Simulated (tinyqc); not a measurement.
Surface Green function of a chain with one s and one p orbital a site, Sancho-Rubio decimation: densities of states against energy.

A semi-infinite lead of cells 0, 1, 2, ... with H0 inside a cell and H1 = <cell i|H|cell i + 1>. H1 = [[-vss, vsp], [-vsp, vpp]]. z = E + i eta.

Start with e_s = e = H0, a = H1, b = H1^dagger. Each round: g = (z - e)^(-1); e_s <- e_s + a g b; e <- e + a g b + b g a; a <- a g a; b <- b g b (all with the old a, b). Round k joins cells 2^k apart. Stop when the largest entry of the matrices a and b is below 1e-12 eV; g_s = (z - e_s)^(-1), bulk (z - e)^(-1), density of states -Im Tr/pi. Here eta = 0.01 eV. Open modes are the crossings of E with the bands of H0 + H1 exp(ik) + H1^dagger exp(-ik) for 0 < k < pi.

H0 (eV):
```
       s     p
s  -1.79     0
p      0  0.77
```

H1 (eV):
```
       s     p
s   -2.7  2.35
p  -2.35  2.51
```

Densities of states against energy:
```
E (eV)  open modes  rounds  surface (1/eV)  bulk (1/eV)
-7.91            0       6       5.6083e-4    0.0014621
-6.61            1      12         0.15517      0.23523
-5.31            1      13         0.22478      0.20893
-4.02            0       5       0.0022870     0.011824
-2.72            0       5       8.7352e-4    6.7494e-4
-1.42            0       5       0.0034148    3.2162e-4
-0.12            0       5        0.025428    2.8100e-4
1.18             0       5       0.0013031    4.0930e-4
2.47             0       5       8.5809e-4    0.0012181
3.77             1      11         0.28034      0.65318
5.07             1      12         0.23425      0.25838
6.37             0       6       8.4946e-4    0.0022650
```

The bands of the infinite lead run over -7.19 to -4.25, 3.61 to 5.79 eV. The rounds lie between 5 and 13, 5.2 on average outside the bands and 12.0 inside. The surface density of states is largest at E = 3.77 eV among the rows (0.280 1/eV, bulk 0.653).

Numbers from tinyqc (`OMP_NUM_THREADS=1 python tinyqc.py 2680043 2680044 out.jsonl`; about 0.03 s on one thread of a shared Intel Xeon 2.30GHz).
